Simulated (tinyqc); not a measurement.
Gamma, L and X subbands of a thin body with non-parabolic valleys: one step. Filling and quantum capacitance. Three cases, with inputs chosen for the exercise.

Problem. Over the ten listed subbands, named by valley (G, L, X), degeneracy and number.

n_i = g m/(2 pi c) kB T ln(1 + exp((EF - E_i)/kB T)), sum n_i = Ns (1e12/cm^2 = 1e-4/angstrom^2), c = hbar^2/2m0. Quantum capacitance Cq = 1602.176634 sum g m/(2 pi c) f_i in microfarad/cm^2 with f_i = 1/(1 + exp((E_i - EF)/kB T)); Cox = 34.5313/eot (one gate); C/Cox = Cq/(Cq + Cox), the centroid term left out.

Constants: hbar^2/2m0 = 3.80998211 eV angstrom^2; kB = 8.617333262e-05 eV/K.

Case 1.

Values chosen (near those of a thin Ge channel; shifted at random, so the results belong to these values and not to a real crystal): face = 100 (surface); t = 38 angstrom (body thickness); Ns = 8.3 x 1e12/cm^2 (sheet density); T = 300 K (temperature); eot = 6 angstrom (equivalent oxide thickness).

Subbands:

| subband | g | E (eV) | DOS mass |
|---|---|---|---|
| L4 n=1 | 4 | 0.031308 | 0.376857 |
| X2 n=1 | 2 | 0.072149 | 0.197681 |
| X2 n=2 | 2 | 0.154216 | 0.216491 |
| X4 n=1 | 4 | 0.169707 | 0.471775 |
| X2 n=3 | 2 | 0.277063 | 0.244647 |
| X2 n=4 | 2 | 0.428420 | 0.279338 |
| L4 n=2 | 4 | 0.455927 | 0.533488 |
| G1 n=1 | 1 | 0.461924 | 0.074550 |
| X4 n=2 | 4 | 0.475911 | 0.622247 |
| X2 n=5 | 2 | 0.599001 | 0.318435 |

Case 2.

Values chosen (near those of a thin InAs channel; shifted at random, so the results belong to these values and not to a real crystal): face = 100 (surface); t = 66 angstrom (body thickness); Ns = 2.1 x 1e12/cm^2 (sheet density); T = 300 K (temperature); eot = 7 angstrom (equivalent oxide thickness).

Subbands:

| subband | g | E (eV) | DOS mass |
|---|---|---|---|
| G1 n=1 | 1 | 0.219907 | 0.052210 |
| G1 n=2 | 1 | 0.574251 | 0.093961 |
| L4 n=1 | 4 | 0.814123 | 0.165745 |
| G1 n=3 | 1 | 0.946661 | 0.137839 |
| X1 n=1 | 1 | 0.992326 | 0.166233 |
| X1 n=2 | 1 | 1.013984 | 0.169878 |
| X2 n=1 | 2 | 1.035992 | 0.463017 |
| X1 n=3 | 1 | 1.049083 | 0.175785 |
| X1 n=4 | 1 | 1.096328 | 0.183736 |
| L4 n=2 | 4 | 1.103204 | 0.209481 |

Case 3.

Values chosen (near those of a thin GaAs channel; shifted at random, so the results belong to these values and not to a real crystal): face = 100 (surface); t = 72 angstrom (body thickness); Ns = 7.3 x 1e12/cm^2 (sheet density); T = 300 K (temperature); eot = 7 angstrom (equivalent oxide thickness).

Subbands:

| subband | g | E (eV) | DOS mass |
|---|---|---|---|
| G1 n=1 | 1 | 0.103670 | 0.073937 |
| L4 n=1 | 4 | 0.363107 | 0.339290 |
| G1 n=2 | 1 | 0.363134 | 0.093802 |
| X1 n=1 | 1 | 0.495561 | 0.233548 |
| X1 n=2 | 1 | 0.512028 | 0.238133 |
| X2 n=1 | 2 | 0.520700 | 0.569413 |
| L4 n=2 | 4 | 0.532560 | 0.403354 |
| X1 n=3 | 1 | 0.538789 | 0.245583 |
| X1 n=4 | 1 | 0.574946 | 0.255649 |
| X2 n=2 | 2 | 0.606868 | 0.626199 |

Give: EF; n_i in the order of the list; Cq; Cox; C/Cox.

Solution.

Case 1.

EF = 0.0184 eV

n_i in the order of the list (1e12/cm^2): 7.715  0.502  0.024  0.058  0.000  0.000  0.000  0.000  0.000  0.000

Cq = 41.53 microfarad/cm^2
Cox = 5.755 microfarad/cm^2
C/Cox = 0.878

EF lies 13 meV below the lowest edge; Gamma holds 0 % of the electrons. The density of states is ample: only 12 % of the gate capacitance is lost.

Case 2.

EF = 0.3156 eV

n_i in the order of the list (1e12/cm^2): 2.100  0.000  0.000  0.000  0.000  0.000  0.000  0.000  0.000  0.000

Cq = 3.41 microfarad/cm^2
Cox = 4.933 microfarad/cm^2
C/Cox = 0.409

EF lies 96 meV above the lowest edge; Gamma holds 100 % of the electrons. The low density of states costs 59 % of the gate capacitance.

Case 3.

EF = 0.2990 eV

n_i in the order of the list (1e12/cm^2): 6.033  1.179  0.081  0.001  0.001  0.002  0.002  0.000  0.000  0.000

Cq = 12.49 microfarad/cm^2
Cox = 4.933 microfarad/cm^2
C/Cox = 0.717

EF lies 195 meV above the lowest edge; Gamma holds 84 % of the electrons. The low density of states costs 28 % of the gate capacitance.

Computed by tinyqc, one run a case: `OMP_NUM_THREADS=1 python tinyqc.py N N+1 out.jsonl` with N = 1251798, 1251841, 1251996; one thread of a shared Intel(R) Xeon(R) Processor @ 2.30GHz, about 0.03 s a run at most.
